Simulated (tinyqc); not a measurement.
A ladder of methods, and size consistency: correlation methods against full CI in the 6-311g basis, for H2, spin multiplicity 1. Computed by the program tinyqc with PySCF. All electrons correlated; +Q is the Davidson correction (1 - c0^2) E_corr. The last columns treat two copies 100 angstrom apart as one system. FCI is the lowest singlet.

Geometry (angstrom):
```
atom       x       y       z
H     0.0000  0.0000  0.0000
H     0.0000  0.0000  0.6840
```

RHF energy of one = -1.126243 hartree

Correlation energies (hartree):
```
method   E_corr of one  share of FCI (%)  E_corr of two at 100 angstrom  two minus twice one (mhartree)
MP2          -0.017484           71.4920                      -0.034968                          0.0000
CISD         -0.024456          100.0000                      -0.048286                          0.6264
CISD+Q       -0.024778          101.3173                      -0.049504                          0.0524
CCSD         -0.024456          100.0000                      -0.048912                          0.0000
CCSD(T)      -0.024456          100.0000                      -0.048912                          0.0000
FCI          -0.024456          100.0000                              -                               -
```

What does the comparison show, and why?

MP2 recovers 71 %, CISD 100.0 % and CCSD 100.0 % of the FCI value (c0^2 = 0.987 in CISD). MP2 and coupled cluster are size consistent, so their last column vanishes; CISD loses 0.63 mhartree, since a double excitation on each copy is a quadruple of the pair, and the Davidson correction leaves +0.05. With two electrons, or one virtual orbital, CISD and CCSD are exact for one copy, so +Q overshoots there.
